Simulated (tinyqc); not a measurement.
The same layer on three faces: band edges of strained Si(1-x)Ge(x) on relaxed Si(1-y)Ge(y).

Values are linear in the Ge fraction but for ED(x) = linear - CD x (1 - x) and a(x) = linear - Ca x (1 - x). Energies are on the common scale of Ev.

Coherent growth: e_par = (a(y) - a(x))/a(x). (001): e_perp = -2 (C12/C11) e_par; exx = eyy = e_par, ezz = e_perp, no shear. (111): e_perp = -(2 C11 + 4 C12 - 4 C44)/(C11 + 2 C12 + 4 C44) e_par; exx = eyy = ezz = (2 e_par + e_perp)/3 and exy = eyz = ezx = (e_perp - e_par)/3. (110): e_perp = -(C11 + 3 C12 - 2 C44)/(C11 + C12 + 2 C44) e_par; exx = eyy = (e_par + e_perp)/2, ezz = e_par, exy = (e_perp - e_par)/2, eyz = ezx = 0.

A valley with unit axis u lies at Ev + gap + (av + a_valley) tr(e) + Xu (u.e.u - tr(e)/3); the Delta axes are x, y, z and the L axes [111], [1-1-1], [-11-1], [-1-11]. The second-order shift of the Delta valleys under shear is left out; it lowers the pair normal to the sheared plane by tens of meV at a shear of 1 %.

Valence edges: Ev plus the levels of the 6 x 6 matrix of X, Y, Z times spin with -Dso/3 + l exx + m (eyy + ezz) on the diagonal (cyclic), n exy off it, l = av + 2 b, m = av - b, n = sqrt(3) d. Spin-orbit term (Dso/3) L.sigma on X, Y, Z with (L_k)_ij = -i epsilon_kij: <X+|H|Y+> = -i Dso/3, <X+|H|Z-> = Dso/3, <Y+|H|Z-> = -i Dso/3, <Z+|H|X-> = -Dso/3, <Z+|H|Y-> = i Dso/3, <X-|H|Y-> = i Dso/3, and their conjugates; + and - are the spin along z.

Inputs chosen for the exercise (end members near Si and Ge, in this order; the results hold for these values, not for the real material):

| symbol | value | unit | meaning |
|---|---|---|---|
| a | (5.43, 5.657) | angstrom | lattice constant |
| Dso | (0.045, 0.29) | eV | spin-orbit splitting |
| av | (2.47, 1.25) | eV | valence hydrostatic potential |
| b | (-2.1, -2.55) | eV | tetragonal shear potential |
| d | (-4.85, -5.27) | eV | trigonal shear potential |
| C11 | (167.3, 127.5) | GPa |  |
| C12 | (64.2, 48.8) | GPa |  |
| C44 | (78.6, 66.1) | GPa |  |
| Ev | (0, 0.66) | eV | top of the unstrained valence band |
| ED | (1.143, 0.925) | eV | gap to the Delta valleys |
| EL | (2.045, 0.744) | eV | gap to the L valleys |
| aD | (1.56, 1.23) | eV | hydrostatic potential of the Delta gap |
| aL | (-3.14, -2.6) | eV | hydrostatic potential of the L gap |
| XuD | (9.46, 9.16) | eV | uniaxial potential, Delta |
| XuL | (16.74, 14.99) | eV | uniaxial potential, L |
| CD | 0.219 | eV | bowing of the Delta gap |
| Ca | 0 | angstrom | bowing of the lattice constant |
| x | 0.17 |  | Ge fraction of the layer |
| y | 0 |  | Ge fraction of the relaxed buffer |

dEc = Ec(buffer) - Ec(layer), dEv = Ev(layer) - Ev(buffer); buffer edges Ev(y) and Ev(y) + min(ED, EL). The digit behind Delta or L counts whole valleys.

Results:

| face | e_par (%) | lowest valleys | gap (eV) | next valleys above (meV) | valence splitting (meV) | dEc (eV) | dEv (eV) | Delta spread (meV) | L spread (meV) |
|---|---|---|---|---|---|---|---|---|---|
| (001) | -0.71 | Delta4 | 0.996 | 117 | 35 | 0.028 | 0.120 | 117 | 0 |
| (111) | -0.71 | Delta6 | 1.030 | 762 | 37 | -0.003 | 0.116 | 0 | 149 |
| (110) | -0.71 | Delta2 | 0.997 | 50 | 38 | 0.029 | 0.118 | 50 | 117 |

What can be read from this table?

On (001) only the Delta valleys split (117 meV), on (111) only the L valleys (149 meV), on (110) both (50 and 117 meV). The lowest valleys are Delta4 on (001), Delta6 on (111) and Delta2 on (110); the smallest gap is 0.996 eV on (001) and the largest 1.030 eV on (111).

(tinyqc, `OMP_NUM_THREADS=1 python tinyqc.py 1080237 1080238 out.jsonl`, Intel(R) Xeon(R) Processor @ 2.30GHz, 1 thread, shared host, about 0.01 s.)
